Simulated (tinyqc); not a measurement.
# Worked calculation: electron continuity equation in a given potential, Scharfetter-Gummel discretisation

Numbers from tinyqc (`OMP_NUM_THREADS=1 python tinyqc.py 2220053 2220054 out.jsonl`; about 0.01 s on one thread of a shared Intel Xeon 2.30GHz). Printed values are rounded.

Steady state in one dimension: J = q mu n E + q D dn/dx with E = -dpsi/dx and D = mu Vt, dJ/dx = q (n/tau - G), fixed densities nL and nR at the ends. The potential is given, psi = U x/L, and is not changed by the electrons.

Parameters, values chosen for the exercise; mobility that of a made-up semiconductor: temperature T = 450 K; electron mobility mu = 9890 cm^2/(V s); length of the region L = 2.6 um; density at x = 0 nL = 3.4e12 cm^-3; density at x = L nR = 2.9e11 cm^-3; lifetime tau = 2.6e-11 s; uniform generation rate G = 0 cm^-3 s^-1; potential difference psi(L) - psi(0) U = 0.052 V.

Constants: q = 1.602176634e-19 C, kB = 1.380649e-23 J/K, Vt = kB T/q. Results are converted to the units shown.

## Potential on the mesh

9 equal intervals, h = L/9; psi = U x/L.

psi, node 0 to 9 (V): 0.00000000  0.00577778  0.01155556  0.01733333  0.02311111  0.02888889  0.03466667  0.04044444  0.04622222  0.05200000

## Bernoulli factors

d_i = (psi_(i+1) - psi_i)/Vt; B(d) = d/(exp(d) - 1), B(0) = 1. The flux on interval i is J_i = (q D/h) [n_(i+1) B(d_i) - n_i B(-d_i)].

```
interval	d_i	B(d_i)	B(-d_i)
0	0.1489963	0.9273512	1.076347
1	0.1489963	0.9273512	1.076347
2	0.1489963	0.9273512	1.076347
3	0.1489963	0.9273512	1.076347
4	0.1489963	0.9273512	1.076347
5	0.1489963	0.9273512	1.076347
6	0.1489963	0.9273512	1.076347
7	0.1489963	0.9273512	1.076347
8	0.1489963	0.9273512	1.076347
```

The largest |d_i| is 0.149, below 2, so central differences would also keep densities positive.

## Tridiagonal system for the inner nodes

Row i (1 to 8): B(-d_(i-1)) n_(i-1) + b_i n_i + B(d_i) n_(i+1) = f_i with b_i = -B(-d_i) - B(d_(i-1)) - h^2/(D tau) and f_i = -G h^2/D; the known end values are moved to the right: f_1 loses B(-d_0) nL and f_8 loses B(d_8) nR. h = L/9, D = mu Vt.

```
node	diagonal b	right side f (cm^-3)
1	-2.087395	-3.659581e12
2	-2.087395	0
3	-2.087395	0
4	-2.087395	0
5	-2.087395	0
6	-2.087395	0
7	-2.087395	0
8	-2.087395	-2.689318e11
```

## Densities and current

B(d_i) and B(-d_i) are the Bernoulli factors of the potential steps, b and f the diagonal and right side. Solve B(-d_(i-1)) n_(i-1) + b_i n_i + B(d_i) n_(i+1) = f_i (end values already in f), then J_i = (q D/h) [n_(i+1) B(d_i) - n_i B(-d_i)], h = L/9, D = mu Vt.

n, node 0 to 9 (cm^-3): 3.4e12  2.715837e12  2.166863e12  1.725253e12  1.368399e12  1.077712e12  8.375882e11  6.344788e11  4.559997e11  2.9e11
J, interval 0 to 8 (A/cm^2): -2.426972  -1.943499  -1.557755  -1.250626  -1.007024  -0.815170  -0.666063  -0.553114  -0.471937

Against a mesh 200 times finer the densities are off by at most 0.45 % of their local values.
